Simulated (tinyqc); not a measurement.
Which clusters to keep: cluster expansion of a binary alloy: correlations, fit, cross-validation and ground states. Computed by tinyqc, a small Python program. Command: `OMP_NUM_THREADS=1 python tinyqc.py 3025385 3025386 out.jsonl clex walk`. One thread of a shared host (Intel(R) Xeon(R) Processor @ 2.30GHz), about 0.05 s of CPU time with the checks.

s = +1 for A and -1 for B. Energy per site E = J0 + J1 P(point) + sum over clusters of m V P, with P the mean product of spins; V > 0 on a pair favours unlike neighbours. Clusters per site m: pair 1 2, pair 2 2, pair 3 2, triplet 4; the triplet is two first-neighbour bonds at a right angle. Formation energies are counted from the line between pure A and pure B, which removes J0 and J1.

Inputs (values chosen for the exercise, for a model alloy): first-pair interaction V1 = -7.93 meV; second-pair interaction V2 = -1.3 meV; third-pair interaction V3 = 0.25 meV; triplet interaction Vt = -2 meV; noise amplitude = 1.3 meV/site.

Lattice: square.

Method:
- Design matrix of formation energies: m (P - 1) for pairs and m (P(triplet) - P(point)) for the triplet; x = (1 - P(point))/2.
- Exact: X V with V = (V1, V2, V3, Vt). The data to fit add the noise amplitude times the normal numbers, standing for what the clusters leave out.
- For each set, H = X (X^T X)^-1 X^T over the structures between the ends; residual e = E - H E; leave-one-out error e_i/(1 - H_ii); both as root mean squares.

correlations P, counted on periodic cells, rows A, A3B p(2x2), A3B c(4x2), A2B diagonal rows, A2B rows, AB c(2x2), AB p(2x1), A2B2 rows, AB2 diagonal rows, AB2 rows, AB3 p(2x2), AB3 c(4x2), B, columns point, pair 1, pair 2, pair 3, triplet:
$$\begin{pmatrix}
1.00000 & 1.00000 & 1.00000 & 1.00000 & 1.00000 \\
0.50000 & 0.00000 & 0.00000 & 1.00000 & -0.50000 \\
0.50000 & 0.00000 & 0.00000 & 0.50000 & -0.50000 \\
0.33333 & -0.33333 & 0.33333 & -0.33333 & -0.33333 \\
0.33333 & 0.33333 & -0.33333 & 0.33333 & 0.33333 \\
0.00000 & -1.00000 & 1.00000 & 1.00000 & 0.00000 \\
0.00000 & 0.00000 & -1.00000 & 1.00000 & 0.00000 \\
0.00000 & 0.50000 & 0.00000 & 0.00000 & 0.00000 \\
-0.33333 & -0.33333 & 0.33333 & -0.33333 & 0.33333 \\
-0.33333 & 0.33333 & -0.33333 & 0.33333 & -0.33333 \\
-0.50000 & 0.00000 & 0.00000 & 1.00000 & 0.50000 \\
-0.50000 & 0.00000 & 0.00000 & 0.50000 & 0.50000 \\
-1.00000 & 1.00000 & 1.00000 & 1.00000 & -1.00000
\end{pmatrix}$$

standard normal numbers for the noise (0 for the pure ends): A 0.000, A3B p(2x2) 2.031, A3B c(4x2) 0.708, A2B diagonal rows 1.011, A2B rows -0.084, AB c(2x2) 1.187, AB p(2x1) 0.305, A2B2 rows 0.296, AB2 diagonal rows -0.341, AB2 rows -0.320, AB3 p(2x2) 0.812, AB3 c(4x2) -0.840, B 0.000

X, rows A, A3B p(2x2), A3B c(4x2), A2B diagonal rows, A2B rows, AB c(2x2), AB p(2x1), A2B2 rows, AB2 diagonal rows, AB2 rows, AB3 p(2x2), AB3 c(4x2), B, columns pair 1, pair 2, pair 3, triplet:
$$\begin{pmatrix}
0.00000 & 0.00000 & 0.00000 & 0.00000 \\
-2.00000 & -2.00000 & 0.00000 & -4.00000 \\
-2.00000 & -2.00000 & -1.00000 & -4.00000 \\
-2.66667 & -1.33333 & -2.66667 & -2.66667 \\
-1.33333 & -2.66667 & -1.33333 & 0.00000 \\
-4.00000 & 0.00000 & 0.00000 & 0.00000 \\
-2.00000 & -4.00000 & 0.00000 & 0.00000 \\
-1.00000 & -2.00000 & -2.00000 & 0.00000 \\
-2.66667 & -1.33333 & -2.66667 & 2.66667 \\
-1.33333 & -2.66667 & -1.33333 & 0.00000 \\
-2.00000 & -2.00000 & 0.00000 & 4.00000 \\
-2.00000 & -2.00000 & -1.00000 & 4.00000 \\
0.00000 & 0.00000 & 0.00000 & 0.00000
\end{pmatrix}$$

data (meV/site): A 0.0000, A3B p(2x2) 29.1003, A3B c(4x2) 27.1304, A2B diagonal rows 28.8610, A2B rows 13.5975, AB c(2x2) 33.2631, AB p(2x1) 21.4565, A2B2 rows 10.4148, AB2 diagonal rows 16.4367, AB2 rows 13.2907, AB3 p(2x2) 11.5156, AB3 c(4x2) 9.1180, B 0.0000

Fits:
```
clusters     fit error (meV/site)  leave-one-out error (meV/site)  largest H_ii
V1                         6.2795                          6.9057       0.29209
V1 V2                      6.0456                          6.7079       0.64793
V1 V3                      6.2775                          7.6040       0.51613
V1 V2 Vt                   0.8633                          1.2138       0.64793
V1 Vt                      1.9048                          2.3907       0.29209
V1 V2 V3                   6.0130                          7.4331       0.75527
V1 V3 Vt                   1.8983                          2.9595       0.51613
V1 V2 V3 Vt                0.5939                          0.9761       0.75527
```

leave-one-out error without pair 3 = 1.2138 meV/site

leave-one-out error with all four = 0.97608 meV/site

The fit error can only fall as clusters are added, to 0.59 meV with all four. The leave-one-out error is least for V1 V2 V3 Vt (0.98 meV): dropping V2, V3 or Vt makes prediction worse at this noise.

Extremes, crossings and ranges named in words are read from the listed rows.
